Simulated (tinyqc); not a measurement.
Changing the electron mass m: hydrogenic impurity: series, fields, screening, photoionisation and donor-acceptor pairs. Computed by tinyqc, a small Python program. Command: `OMP_NUM_THREADS=1 python tinyqc.py 3001007 3001008 out.jsonl hydrogenic sweep`. One thread of a shared host (Intel(R) Xeon(R) Processor @ 2.30GHz), about 0.01 s of CPU time with the checks.

One isotropic, parabolic band. Effective units: Ry* and a*, in which H = -nabla^2 - 2/r.

Inputs (values chosen for the exercise, modelled on GaSb): dielectric constant eps = 15.6; donor density N = 1.8e+14 cm^-3.

Parts treated: screening and pairs.

Constants: Ry = 13.605693123 eV; a_0 = 0.529177210903 angstrom; h x 1 THz = 4.135667696 meV.

Method. Ry* = Ry m/eps^2, a* = a_0 eps/m; level n is bound by Ry*/n^2; <r> = (3/2) a* in 1s; lines 1s -> np at Ry* (1 - 1/n^2); 1 THz = 4.135667696 meV. Wigner-Seitz radius r_s = (3/(4 pi N))^(1/3); Mott criterion N_c^(1/3) a* = 0.26; overlap of two 1s orbitals at distance d: S = exp(-x)(1 + x + x^2/3), x = d/a*, with d = N^(-1/3).

One run for each value:
```
electron mass m (m_0)  Ry* (meV)  a* (angstrom)  Mott density (cm^-3)   overlap S
0.0097                    0.5423         851.05            2.8514e+13  5.6466e-01
0.0140                    0.7827         589.65            8.5729e+13  3.4779e-01
0.0210                    1.1741         393.10            2.8933e+14  1.3559e-01
0.0320                    1.7890         257.97            1.0237e+15  2.4596e-02
0.0470                    2.6277         175.64            3.2437e+15  1.8782e-03
0.0700                    3.9135         117.93            1.0716e+16  2.7398e-05
0.1000                    5.5908          82.55            3.1242e+16  8.4663e-08
0.1500                    8.3862          55.03            1.0544e+17  3.9962e-12
```

Over the rows, Ry* (meV) rises from 0.542 to 8.39 (exponent d ln y / d ln x about 1.0 throughout); a* (angstrom) falls from 851 to 55.0 (exponent d ln y / d ln x about -1.0 throughout); Mott density (cm^-3) rises from 2.85e13 to 1.05e17 (exponent d ln y / d ln x about 3.0 throughout). The exponent of Ry* stays at 1: Ry* = Ry m/eps^2. The exponent of Mott density stays at 3: the Mott density goes as a*^-3.

Caution (rows 0.00970, 0.0140): N lies above the Mott density, where the levels of isolated donors have no meaning.
